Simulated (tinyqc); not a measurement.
From results back to parameters: Fermi-Dirac statistics of conduction electrons.

Problem. At zero temperature k_F = (3 pi^2 n)^(1/3) and E_F (1 + alpha E_F) = c k_F^2/m, c = hbar^2/2m0, m the density-of-states mass. The Fermi energies at two densities were computed from hidden m and alpha.

Constants: hbar^2/2m0 = 3.80998211 eV angstrom^2.

Parameters, chosen for this exercise (out of a larger set: near those of Si, lowest valleys alone; not measured data): nA = 4e+20 1/cm^3; nB = 1e+21 1/cm^3.

E_F at nA = 0.170756 eV
E_F at nB = 0.297489 eV

Find: k_F at nA and nB; m; alpha.

Solution. c k^2 (1/m) - E^2 alpha = E is linear in 1/m and alpha; two densities give two equations.

k_F at nA and nB (1/angstrom): 0.22794  0.30937

m = 1.07 m0
alpha = 0.49 1/eV

Run: tinyqc, `OMP_NUM_THREADS=1 python tinyqc.py 1682773 1682774 out.jsonl`; Intel(R) Xeon(R) Processor @ 2.30GHz, one thread, shared host; about 0.01 s of CPU time with all checks.
